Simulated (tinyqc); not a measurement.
Inside a calculation. Method: ROHF in the sto-3g basis, for BeH, spin multiplicity 2. One step of it, computed by the program tinyqc.

Task: Iteration 1: building the Fock matrix. J_ij = sum D_kl (ij|kl) with D = D(alpha) + D(beta), K_ij = sum D_kl (ik|jl) for each spin; F = H + J - K(s); E = tr D H + tr D J / 2 - 0.5 sum_s tr D(s) K(s) + E_nn.

D(alpha) at the start, order 1Be 1s, 1Be 2s, 1Be 2px, 1Be 2py, 1Be 2pz, 2H 1s:
$$\begin{pmatrix}
0.979037 & 0.031570 & 0.000000 & 0.000000 & -0.055473 & -0.018095 \\
0.031570 & 0.042459 & 0.000000 & 0.000000 & 0.182927 & 0.047979 \\
0.000000 & 0.000000 & 0.998985 & 0.031849 & 0.000000 & 0.000000 \\
0.000000 & 0.000000 & 0.031849 & 0.001015 & 0.000000 & 0.000000 \\
-0.055473 & 0.182927 & 0.000000 & 0.000000 & 0.826484 & 0.217483 \\
-0.018095 & 0.047979 & 0.000000 & 0.000000 & 0.217483 & 0.057242
\end{pmatrix}$$

D(beta) at the start, order 1Be 1s, 1Be 2s, 1Be 2px, 1Be 2py, 1Be 2pz, 2H 1s:
$$\begin{pmatrix}
0.979037 & 0.031570 & 0.000000 & 0.000000 & -0.055473 & -0.018095 \\
0.031570 & 0.042459 & 0.000000 & 0.000000 & 0.182927 & 0.047979 \\
0.000000 & 0.000000 & 0.000000 & 0.000000 & 0.000000 & 0.000000 \\
0.000000 & 0.000000 & 0.000000 & 0.000000 & 0.000000 & 0.000000 \\
-0.055473 & 0.182927 & 0.000000 & 0.000000 & 0.826484 & 0.217483 \\
-0.018095 & 0.047979 & 0.000000 & 0.000000 & 0.217483 & 0.057242
\end{pmatrix}$$

core Hamiltonian H = T + V (hartree), order 1Be 1s, 1Be 2s, 1Be 2px, 1Be 2py, 1Be 2pz, 2H 1s:
$$\begin{pmatrix}
-8.069712 & -1.984835 & 0.000000 & 0.000000 & -0.004737 & -0.025484 \\
-1.984835 & -2.304566 & 0.000000 & 0.000000 & -0.051101 & -0.198689 \\
0.000000 & 0.000000 & -1.827307 & 0.000000 & 0.000000 & 0.000000 \\
0.000000 & 0.000000 & 0.000000 & -1.827307 & 0.000000 & 0.000000 \\
-0.004737 & -0.051101 & 0.000000 & 0.000000 & -1.854846 & -0.277466 \\
-0.025484 & -0.198689 & 0.000000 & 0.000000 & -0.277466 & -1.276952
\end{pmatrix}$$

Two-electron integrals (ij|kl) in chemists' order, unique and non-zero (hartree):
```
(11|11) 2.298831   (21|11) 0.392036   (21|21) 0.079539   (22|11) 0.570988
(22|21) 0.143041   (22|22) 0.417683   (31|31) 0.014607   (32|31) 0.021888
(32|32) 0.092265   (33|11) 0.569578   (33|21) 0.143083   (33|22) 0.417589
(33|33) 0.449859   (41|41) 0.014607   (42|41) 0.021888   (42|42) 0.092265
(43|43) 0.024249   (44|11) 0.569578   (44|21) 0.143083   (44|22) 0.417589
(44|33) 0.401360   (44|44) 0.449859   (51|51) 0.014607   (52|51) 0.021888
(52|52) 0.092265   (53|53) 0.024249   (54|54) 0.024249   (55|11) 0.569578
(55|21) 0.143083   (55|22) 0.417589   (55|33) 0.401360   (55|44) 0.401360
(55|55) 0.449859   (61|11) 0.004659   (61|21) 0.000957   (61|22) 0.001776
(61|33) 0.001759   (61|44) 0.001759   (61|51) 0.000113   (61|52) 0.000217
(61|55) 0.001810   (61|61) 0.000013   (62|11) 0.032613   (62|21) 0.008403
(62|22) 0.029817   (62|33) 0.028535   (62|44) 0.028535   (62|51) 0.001011
(62|52) 0.008067   (62|55) 0.032343   (62|61) 0.000118   (62|62) 0.005040
(63|31) 0.000416   (63|32) 0.002536   (63|53) 0.001089   (63|63) 0.000253
(64|41) 0.000416   (64|42) 0.002536   (64|54) 0.001089   (64|64) 0.000253
(65|11) 0.045351   (65|21) 0.011733   (65|22) 0.042555   (65|33) 0.040411
(65|44) 0.040411   (65|51) 0.001543   (65|52) 0.012365   (65|55) 0.046788
(65|61) 0.000166   (65|62) 0.007757   (65|65) 0.012010   (66|11) 0.202592
(66|21) 0.052575   (66|22) 0.201923   (66|33) 0.193096   (66|44) 0.193096
(66|51) 0.004735   (66|52) 0.050293   (66|55) 0.219335   (66|61) 0.000719
(66|62) 0.050539   (66|65) 0.080840   (66|66) 0.774606
```

nuclear repulsion = 0.81037858 hartree

Give: Coulomb J; exchange K(alpha); exchange K(beta); F(alpha); F(beta); total energy of this density.

Result:

Coulomb J (hartree), order 1Be 1s, 1Be 2s, 1Be 2px, 1Be 2py, 1Be 2pz, 2H 1s:
$$\begin{pmatrix}
6.1789 & 1.1872 & 0.0000 & 0.0000 & 0.0148 & 0.0145 \\
1.1872 & 2.3451 & 0.0000 & 0.0000 & 0.0807 & 0.1686 \\
0.0000 & 0.0000 & 2.3447 & 0.0015 & 0.0000 & 0.0000 \\
0.0000 & 0.0000 & 0.0015 & 2.2963 & 0.0000 & 0.0000 \\
0.0148 & 0.0807 & 0.0000 & 0.0000 & 2.3857 & 0.2415 \\
0.0145 & 0.1686 & 0.0000 & 0.0000 & 0.2415 & 1.1805
\end{pmatrix}$$

exchange K(alpha) (hartree), order 1Be 1s, 1Be 2s, 1Be 2px, 1Be 2py, 1Be 2pz, 2H 1s:
$$\begin{pmatrix}
2.3054 & 0.4506 & 0.0000 & 0.0000 & -0.0017 & 0.0074 \\
0.4506 & 0.2795 & 0.0000 & 0.0000 & 0.0965 & 0.0484 \\
0.0000 & 0.0000 & 0.4898 & 0.0136 & 0.0000 & 0.0000 \\
0.0000 & 0.0000 & 0.0136 & 0.0650 & 0.0000 & 0.0000 \\
-0.0017 & 0.0965 & 0.0000 & 0.0000 & 0.4378 & 0.1059 \\
0.0074 & 0.0484 & 0.0000 & 0.0000 & 0.1059 & 0.0976
\end{pmatrix}$$

exchange K(beta) (hartree), order 1Be 1s, 1Be 2s, 1Be 2px, 1Be 2py, 1Be 2pz, 2H 1s:
$$\begin{pmatrix}
2.2908 & 0.4287 & 0.0000 & 0.0000 & -0.0017 & 0.0070 \\
0.4287 & 0.1872 & 0.0000 & 0.0000 & 0.0965 & 0.0458 \\
0.0000 & 0.0000 & 0.0404 & 0.0000 & 0.0000 & 0.0000 \\
0.0000 & 0.0000 & 0.0000 & 0.0404 & 0.0000 & 0.0000 \\
-0.0017 & 0.0965 & 0.0000 & 0.0000 & 0.4136 & 0.1048 \\
0.0070 & 0.0458 & 0.0000 & 0.0000 & 0.1048 & 0.0973
\end{pmatrix}$$

F(alpha) (hartree), order 1Be 1s, 1Be 2s, 1Be 2px, 1Be 2py, 1Be 2pz, 2H 1s:
$$\begin{pmatrix}
-4.1962 & -1.2482 & 0.0000 & 0.0000 & 0.0118 & -0.0184 \\
-1.2482 & -0.2389 & 0.0000 & 0.0000 & -0.0669 & -0.0784 \\
0.0000 & 0.0000 & 0.0276 & -0.0120 & 0.0000 & 0.0000 \\
0.0000 & 0.0000 & -0.0120 & 0.4039 & 0.0000 & 0.0000 \\
0.0118 & -0.0669 & 0.0000 & 0.0000 & 0.0930 & -0.1418 \\
-0.0184 & -0.0784 & 0.0000 & 0.0000 & -0.1418 & -0.1940
\end{pmatrix}$$

F(beta) (hartree), order 1Be 1s, 1Be 2s, 1Be 2px, 1Be 2py, 1Be 2pz, 2H 1s:
$$\begin{pmatrix}
-4.1816 & -1.2263 & 0.0000 & 0.0000 & 0.0118 & -0.0180 \\
-1.2263 & -0.1467 & 0.0000 & 0.0000 & -0.0669 & -0.0759 \\
0.0000 & 0.0000 & 0.4770 & 0.0015 & 0.0000 & 0.0000 \\
0.0000 & 0.0000 & 0.0015 & 0.4286 & 0.0000 & 0.0000 \\
0.0118 & -0.0669 & 0.0000 & 0.0000 & 0.1172 & -0.1407 \\
-0.0180 & -0.0759 & 0.0000 & 0.0000 & -0.1407 & -0.1937
\end{pmatrix}$$

total energy of this density = -14.182104 hartree
